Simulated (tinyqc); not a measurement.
What moves the results: optical transitions of a finite quantum well. A value that a table varies takes the place of the one given here.

Each carrier sees a square well of width L with its own depth V and masses m (inside), mb (outside); c = hbar^2/2m0, k = sqrt(m E/c), kappa = sqrt(mb (V - E)/c), and level n solves k L + 2 atan[(k/m)/(kappa/mb)] = n pi. The envelope is cos(kz) for odd n and sin(kz) for even n inside, joins exp(-kappa (|z| - L/2)) outside, and is normalised to 1. Excitons and band mixing are left out.

Constants: hbar^2/2m0 = 3.80998211 eV angstrom^2; e^2/(4 pi eps0) = 14.39964547 eV angstrom; hc = 1239.841984 eV nm.

Inputs chosen for the exercise (near those of a GaAs well in AlGaAs; not measured data): L = 170 angstrom (well width); Vc = 0.121 eV (conduction offset); me = 0.0665 m0 (electron, well); meb = 0.0795 m0 (electron, barrier); eps = 11 (background dielectric constant); Nss = (0.068, 0.17, 0.34, 0.68, 1, 1.4, 2) x 1e12/cm^2 (sheet densities); Eg = 1.511 eV (gap of the well); Vv = 0.063 eV (valence offset); mh = 0.345 m0 (heavy hole along z, well); mhb = 0.398 m0 (heavy hole, barrier); ml = 0.0933 m0 (light hole along z, well); mlb = 0.1155 m0 (light hole, barrier); Ls = (44, 52, 74, 94, 129, 157, 225) angstrom (widths).

## Depolarisation shift

The collective line lies at E12 sqrt(1 + a), a = 8 pi q (n1 - n2) S/(eps E12), q = e^2/(4 pi eps0), S = integral over z of (integral up to z of psi_1 psi_2)^2. Zero temperature with the mass me in both subbands: n1 - n2 = Ns until Ns reaches D E12, D = me/(2 pi c), and D E12 beyond. 1e12/cm^2 = 1e-4/angstrom^2; exchange and the static band bending by the charge are left out.

Line position:

| Ns (1e12/cm^2) | n1 - n2 | a | line (meV) | shift (meV) |
|---|---|---|---|---|
| 0.068 | 0.068 | 0.0790 | 36.18 | 1.35 |
| 0.17 | 0.170 | 0.1975 | 38.12 | 3.29 |
| 0.34 | 0.340 | 0.3951 | 41.14 | 6.31 |
| 0.68 | 0.680 | 0.7901 | 46.60 | 11.77 |
| 1.0 | 0.968 | 1.1243 | 50.76 | 15.93 |
| 1.4 | 0.968 | 1.1243 | 50.76 | 15.93 |
| 2.0 | 0.968 | 1.1243 | 50.76 | 15.93 |

S = 12.301 angstrom
E12 = 34.83 meV

The upward shift grows from 1.35 to 15.93 meV, 45.7 % of E12 at most. It stops moving once e2 starts to fill, at Ns = 0.97 e12/cm^2. For small a the shift is a E12/2, linear in Ns; in the last row that rule gives 19.58 meV. S/L = 0.0724, against 5/(9 pi^2) = 0.0563 for hard walls.

## Width of the well

Edge wavelength hc/(Eg + e1 + hh1), squared e1-hh1 overlap, lh1 - hh1, and the 1-2 intersubband energy with f_12 = (m1/c) E12 z_12^2, 1/m1 = <1|1/m|1> (dash: e2 unbound).

Results:

| L (angstrom) | edge (nm) | overlap^2 | lh1 - hh1 (meV) | E12 (meV) | f_12 |
|---|---|---|---|---|---|
| 44 | 778.1 | 0.9366 | 16.3 | - | - |
| 52 | 784.1 | 0.9483 | 15.4 | - | - |
| 74 | 795.6 | 0.9677 | 12.5 | 81.9 | 0.606 |
| 94 | 802.0 | 0.9771 | 10.1 | 72.5 | 0.965 |
| 129 | 808.6 | 0.9859 | 7.2 | 51.2 | 0.985 |
| 157 | 811.6 | 0.9897 | 5.6 | 39.1 | 0.978 |
| 225 | 815.5 | 0.9943 | 3.4 | 22.5 | 0.968 |

The edge tunes from 778 to 816 nm, towards hc/Eg = 821 nm, while the overlap goes from 0.937 to 0.994. e2 binds at L = pi sqrt(c/(me Vc)) = 68.4 angstrom; f_12 starts from zero there and is 0.606 at 74 angstrom, the rest going to the continuum; among the widths listed it peaks at 0.985 (129 angstrom) and is 0.968 in the widest well, against 0.961 for hard walls.

## What each parameter does

Edge wavelength hc/(Eg + e1 + hh1), squared overlap of e1 and hh1, and the confinement energies. Each row changes one parameter from the base and keeps the others.

Results:

| case | edge (nm) | overlap^2 | e1 (meV) | hh1 (meV) |
|---|---|---|---|---|
| base | 812.7 | 0.9909 | 11.9 | 2.8 |
| L = 153 angstrom | 811.3 | 0.9892 | 14.0 | 3.3 |
| Eg = 1.541 eV | 797.0 | 0.9909 | 11.9 | 2.8 |
| Vc = 0.103 eV | 812.9 | 0.9870 | 11.5 | 2.8 |
| Vv = 0.05 eV | 812.7 | 0.9941 | 11.9 | 2.7 |
| me = 0.0732 m0 | 813.0 | 0.9934 | 11.2 | 2.8 |
| mh = 0.397 m0 | 812.8 | 0.9880 | 11.9 | 2.5 |
| meb = 0.0954 m0 | 812.9 | 0.9897 | 11.4 | 2.8 |

The largest shifts from the base row, up to three for each result and ties (the steps differ in size, so this ranks the rows, not the parameters). edge (nm): Eg -15.7, L -1.4, me +0.3; unchanged at the printed digits by Vv. overlap^2: Vc -0.0040, Vv +0.0032, mh -0.0030; unchanged at the printed digits by Eg. e1 (meV): L +2.1, me -0.7, meb -0.4, Vc -0.4; unchanged at the printed digits by Eg, Vv and mh. hh1 (meV): L +0.5, mh -0.3, Vv -0.1; unchanged at the printed digits by Eg, Vc, me and meb.

Run: tinyqc, `OMP_NUM_THREADS=1 python tinyqc.py 1251816 1251817 out.jsonl`; Intel(R) Xeon(R) Processor @ 2.30GHz, one thread, shared host; about 0.05 s of CPU time with all checks.
